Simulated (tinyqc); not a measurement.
Grain-boundary trapping model (Seto) of a polycrystalline semiconductor film: one step, computed by the program tinyqc. Command: `OMP_NUM_THREADS=1 python tinyqc.py 3026534 3026535 out.jsonl poly walk`. One thread of a shared host (Intel(R) Xeon(R) Processor @ 2.30GHz), about 0.01 s of CPU time with the checks.

Grains of equal size L are joined by thin boundaries with one trap level. Trapped carriers deplete a width W on each side and raise a barrier, crossed by thermionic emission. Dopants are fully ionised, statistics are non-degenerate and mu_g does not depend on T.

Problem. Activation energy. N_c(T) = N_c (T/300 K)^(3/2). Filled traps Q = Q_t/(1 + (1/2) exp((E_t* - E_F)/k_B T)), where E_t* = e V_B - E_t and E_F are counted from the band edge at the grain centre. Partial depletion: Q = 2 N W, V_B = e N W^2/(2 eps eps_0), E_F = k_B T ln(N/N_c); solve for W. If that W would exceed L/2 the grain is fully depleted: W = L/2, Q = N L, and E_F follows from the trap equation. Centre density n_0 = N_c exp(E_F/k_B T). Boundary: sigma_b = L e^2 n_0 exp(-e V_B/k_B T)/sqrt(2 pi m k_B T); drift through the grain, depleted parts included: rho_g = [(1 - 2W/L) + (2W/L) int_0^1 exp(y^2 s^2) ds]/(e n_0 mu_g); rho = 1/sigma_b + rho_g. Mean carrier density n_av = n_0 [(1 - 2W/L) + (2W/L) (sqrt(pi)/2) erf(y)/y], y = sqrt(e V_B/k_B T); effective mobility 1/(e n_av rho). E_a = d ln(rho)/d(1/k_B T) from T - 5 K and T + 5 K; temperature coefficient d ln(rho)/dT.

Inputs (values chosen for the exercise, modelled on polycrystalline silicon):
```
quantity                                     value        unit
permittivity eps                              11.7           -
effective mass m                              0.36         m_0
effective density of states at 300 K, N_c  2.1e+19      1/cm^3
grain size L                                   170          nm
trap density Q_t                           1.7e+12      1/cm^2
trap level E_t below the band edge            0.53          eV
doping N                                   3.3e+17      1/cm^3
mobility inside the grains mu_g                 97  cm^2/(V s)
temperature T                                  300           K
```

Grain interior: resistance included.

Constants: k_B = 8.617333262e-05 eV/K; e = 1.602176634e-19 C; eps_0 = 8.8541878128e-12 F/m; m_0 = 9.1093837015e-31 kg; k_B = 1.380649e-23 J/K.

Give: activation energy E_a; temperature coefficient.

Solution.

activation energy E_a = 0.1468 eV

temperature coefficient = -1.893 %/K
